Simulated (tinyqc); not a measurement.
# Junction parameters from two forward currents

Inverse problem. D(v) = J1 (exp(v/Vt) - 1) + J2 (exp(v/(2 Vt)) - 1). Find J1, J2 and the voltage 2 Vt ln(J2/J1) near which both parts are equal.

Values chosen for this exercise: temperature T = 398 K.

Constants: q = 1.602176634e-19 C, kB = 1.380649e-23 J/K, Vt = kB T/q. Results are converted to the units shown.

junction voltages (V): [0.34, 0.62]
currents (uA/um): [1.2031943e-6, 8.4354891e-5]

Solution. The current is linear in J1 and J2, so two points give two equations.

J1 = 1.80e-13 uA/um
J2 = 8.50e-9 uA/um
crossover = 0.738 V

tinyqc, about 0.2 s, one thread, Intel Xeon 2.30GHz (shared host): `OMP_NUM_THREADS=1 python tinyqc.py 2182151 2182152 out.jsonl`
